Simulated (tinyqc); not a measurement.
Valence-band offset from core levels (Kraut method), with the dipole against the affinity rule: two steps of the calculation.

Binding energies are counted downwards from the Fermi level. dEv > 0 means that the valence edge of B lies below that of A, dEc > 0 that the conduction edge of B lies above that of A; dEc + dEv = EgB - EgA. The spectra are made-up values treated as data.

Inputs (values chosen for the exercise); gaps and affinities close to those of gallium nitride (A) and aluminium oxide (B):
- EgA = 3.35 eV (gap of the substrate A)
- EgB = 8.75 eV (gap of the overlayer B)
- cA = 54.85 eV (core level of bare A)
- cB = 62.66 eV (core level of thick B)
- vB = 2.56 eV (valence-band maximum of thick B)
- iA = 54.61 eV (core level of A under a thin film of B)
- iB = 62.77 eV (core level of B in that thin film)
- bg = 21 (background counts in the gap)

Task 1. Valence-band maximum of bare A. Fit a straight line to the leading edge by least squares; the maximum vA lies where it meets the background.

```
point,binding energy (eV),counts on the leading edge
0,1.41,223
1,1.53,312
2,1.65,410
3,1.77,503
4,1.89,608
5,2.01,677
```

Find: slope; intercept; vA.

Result 1.

slope = 774.0 counts/eV
intercept = -868.1 counts
vA = 1.149 eV

Task 2. Offsets. dEv = (iB - iA) - (cB - vB) + (cA - vA), dEc = EgB - EgA - dEv.

vA = 1.1486650 eV

Wanted: cA - vA; cB - vB; iB - iA; dEv; dEc.

Result 2.

cA - vA = 53.701 eV
cB - vB = 60.100 eV
iB - iA = 8.1600 eV
dEv = 1.7613 eV
dEc = 3.6387 eV

The alignment is type I (straddling). Both offsets exceed 1 eV, the usual requirement for a gate dielectric. A rigid shift of all levels, by charging or doping, cancels in the differences.

Computed by the program tinyqc: `OMP_NUM_THREADS=1 python tinyqc.py 2410143 2410144 out.jsonl`, one thread of a shared Intel Xeon 2.30GHz, about 0.01 s for the whole run.
